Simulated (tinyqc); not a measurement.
Effective mass of the conduction band from tabulated energies: one step. Finite differences. Four cases, with inputs chosen for the exercise.

Task: The band is even in k. m = c k^2/E(k) from the points 1, 2, 4 (k = 0 is point 0); Richardson from points 1 and 2: c/m = [16 E(k1) - E(k2)]/(12 k1^2).

c = hbar^2/2m0.
Constants: hbar^2/2m0 = 3.80998211 eV angstrom^2.

Case 1.

Energies along [110], from the band edge:
```
k (1/angstrom)    E (meV)
0.0000000        0.000000
0.0013000        0.483200
0.0026000        1.921900
0.0039000        4.284500
0.0052000        7.522500
0.0065000       11.574600
0.0078000       16.372600
0.0091000       21.845500
0.0104000       27.923500
```

reference mass (curvature of the model at k = 0.0001 1/angstrom) = 0.0133002 m0

Case 2.

Energies along [110], from the band edge:
```
k (1/angstrom)    E (meV)
0.0000000        0.000000
0.0016000        0.725800
0.0032000        2.879200
0.0048000        6.391800
0.0064000       11.161600
0.0080000       17.066300
0.0096000       23.976300
0.0112000       31.764900
0.0128000       40.314900
```

reference mass (curvature of the model at k = 0.0001 1/angstrom) = 0.0134001 m0

Case 3.

Energies along [110], from the band edge:
```
k (1/angstrom)    E (meV)
0.0000000        0.000000
0.0035000        1.213500
0.0070000        4.831200
0.0105000       10.786700
0.0140000       18.975400
0.0175000       29.262500
0.0210000       41.492500
0.0245000       55.497900
0.0280000       71.107400
```

reference mass (curvature of the model at k = 0.0001 1/angstrom) = 0.0384000 m0

Case 4.

Energies along [110], from the band edge:
```
k (1/angstrom)    E (meV)
0.0000000        0.000000
0.0011000        0.338500
0.0022000        1.348600
0.0033000        3.014300
0.0044000        5.310300
0.0055000        8.204100
0.0066000       11.657800
0.0077000       15.630300
0.0088000       20.079400
```

reference mass (curvature of the model at k = 0.0001 1/angstrom) = 0.0136002 m0

Give: m from points 1, 2, 4; m by Richardson.

Result:

Case 1.

m from points 1, 2, 4 (m0): [0.01333, 0.01340, 0.01370]

m by Richardson = 0.01330 m0

Errors against the reference: +0.19, +0.76 and +2.97 % and 0.00 %. The extrapolation removes the k^4 term.

Case 2.

m from points 1, 2, 4 (m0): [0.01344, 0.01355, 0.01398]

m by Richardson = 0.01340 m0

Errors against the reference: +0.29, +1.12 and +4.34 % and +0.01 %. The extrapolation removes the k^4 term.

Case 3.

m from points 1, 2, 4 (m0): [0.03846, 0.03864, 0.03935]

m by Richardson = 0.03840 m0

Errors against the reference: +0.16, +0.63 and +2.48 % and 0.00 %. The extrapolation removes the k^4 term.

Case 4.

m from points 1, 2, 4 (m0): [0.01362, 0.01367, 0.01389]

m by Richardson = 0.01360 m0

Errors against the reference: +0.14, +0.54 and +2.13 % and +0.01 %. The extrapolation removes the k^4 term.

Computed by tinyqc, one run a case: `OMP_NUM_THREADS=1 python tinyqc.py N N+1 out.jsonl` with N = 1850701, 1850705, 1850741, 1850755; one thread of a shared Intel(R) Xeon(R) Processor @ 2.30GHz, about 0.01 s a run at most.
